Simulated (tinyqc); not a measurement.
p-i-n power rectifier, conductivity modulation at high injection: one step of the calculation.

A drift layer from x = -d to d (2 d = W) between ideal p+ and n+ emitters (no recombination in them). High injection, n = p, ambipolar diffusion with one lifetime; both mobilities scale as (T/300 K)^(-bt).

Task. Drift layer. Triangular field at breakdown with Ec = Kc N^(1/8): BV = eps0 eps_r Ec^2/(2 q N), so N = (eps0 eps_r Kc^2/(2 q BV))^(4/3); W = 2 BV/Ec; mu = mud (T/300 K)^(-bt); rho = 1/(q mu N); ideal resistance rho W.

Values chosen for this exercise; bulk values close to those of 4H silicon carbide: temperature T = 300 K; relative permittivity eps_r = 9.48; critical-field constant Kc = 23000 V/cm per (cm^-3)^(1/8); rated breakdown voltage of the drift layer BV = 6600 V; drift mobility at 300 K mud = 828 cm^2/(V s); temperature exponent of the drift mobility bt = 2.3.

Constants: q = 1.602176634e-19 C, eps0 = 8.8541878128e-14 F/cm where lengths are in cm. Results are converted to the units shown.

Find: N; Ec; W; mu; rho; ideal resistance.

Result.

N = 1.248e15 cm^-3
Ec = 1.773 MV/cm
W = 74.44 um
mu = 828.0 cm^2/(V s)
rho = 6.041 ohm cm
ideal resistance = 44.97 mohm cm^2

Program tinyqc, `OMP_NUM_THREADS=1 python tinyqc.py 2230002 2230003 out.jsonl`; Intel Xeon 2.30GHz, shared host, one thread, about 0.01 s.
